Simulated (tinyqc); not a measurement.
Worked calculation: G0W0 on RHF in the sto-3g basis, for BeH2, spin multiplicity 1. One step of it, computed by the program tinyqc.

Question. Iteration 8 (converged): orbitals. Diagonalise F' = X^T F X, C = X C', fill 3 alpha and 3 beta electrons from the bottom; D = 2 C_occ C_occ^T. Each column has its largest component positive (the first on a tie).

converged F (hartree), lower triangle:
```
            1Be 1s     1Be 2s   1Be 2px    1Be 2py    1Be 2pz      2H 1s      3H 1s
1Be 1s   -4.535309
1Be 2s   -1.290692  -0.583953
1Be 2px   0.000000   0.000000  0.213221
1Be 2py   0.000048  -0.007918  0.000000  -0.118042
1Be 2pz   0.001693  -0.011024  0.000000  -0.000865   0.212136
2H 1s    -0.196143  -0.324733  0.000000  -0.294516  -0.016952  -0.220678
3H 1s    -0.169439  -0.305146  0.000000   0.284025  -0.016116  -0.007928  -0.203087
```

X:
```
                 1          2          3         4          5          6          7
1Be 1s   -0.064943  -0.423894   0.830547  0.000000  -0.350677   0.258003   0.132539
1Be 2s    0.204618   1.028545  -0.070819  0.000000  -0.048550   0.484158   0.257792
1Be 2px   0.000000   0.000000   0.000000  1.000000   0.000000   0.000000   0.000000
1Be 2py   1.111679  -0.180771  -0.004690  0.000000   0.001536  -0.269409   0.492723
1Be 2pz   0.015768   0.076141   0.405596  0.000000   0.911369   0.034169   0.018377
2H 1s    -0.923007  -0.503743  -0.300970  0.000000   0.128627   0.122454   0.512384
3H 1s     0.662258  -0.759805  -0.317927  0.000000   0.135605   0.497799  -0.180062
```

Give: F' = X^T F X; orbital energies; coefficients C; D after iteration 8.

Answer.

F' = X^T F X (hartree), lower triangle:
```
         1        2        3       4        5        6        7
1   0.6276
2  -0.0582   0.1600
3   0.0908   0.7373  -2.8167
4   0.0000   0.0000   0.0000  0.2132
5  -0.0373  -0.3114   1.3616  0.0000  -0.4007
6   0.0091   0.3157  -1.3615  0.0000   0.6291  -1.1214
7   0.0697   0.1537  -0.7157  0.0000   0.3308  -0.4097  -0.5758
```

orbital energies (hartree): MO1 -4.5386, MO2 -0.4057, MO3 -0.3588, MO4 0.2093, MO5 0.2132, MO6 0.3289, MO7 0.6382

coefficients C:
```
             MO1      MO2      MO3      MO4     MO5      MO6      MO7
1Be 1s    0.9919  -0.2089  -0.0277   0.0504  0.0000  -0.2231  -0.0126
1Be 2s    0.0307   0.6163   0.0895  -0.2081  0.0000   0.9849   0.0758
1Be 2px   0.0000   0.0000   0.0000   0.0000  1.0000   0.0000   0.0000
1Be 2py   0.0002   0.0662  -0.4900   0.0039  0.0000  -0.0461   1.1564
1Be 2pz  -0.0001   0.0162   0.0019   0.9754  0.0000   0.2255   0.0083
2H 1s    -0.0039   0.4471  -0.3799   0.1091  0.0000  -0.6663  -0.8308
3H 1s    -0.0038   0.3298   0.4930   0.1148  0.0000  -0.7247   0.7249
```

D after iteration 8, lower triangle:
```
          1Be 1s   1Be 2s  1Be 2px  1Be 2py  1Be 2pz    2H 1s   3H 1s
1Be 1s    2.0567
1Be 2s   -0.2016   0.7776
1Be 2px   0.0000   0.0000   0.0000
1Be 2py  -0.0002  -0.0062   0.0000   0.4889
1Be 2pz  -0.0070   0.0203   0.0000   0.0003   0.0005
2H 1s    -0.1735   0.4829   0.0000   0.4314   0.0131   0.6884
3H 1s    -0.1726   0.4945   0.0000  -0.4394   0.0126  -0.0796  0.7035
```
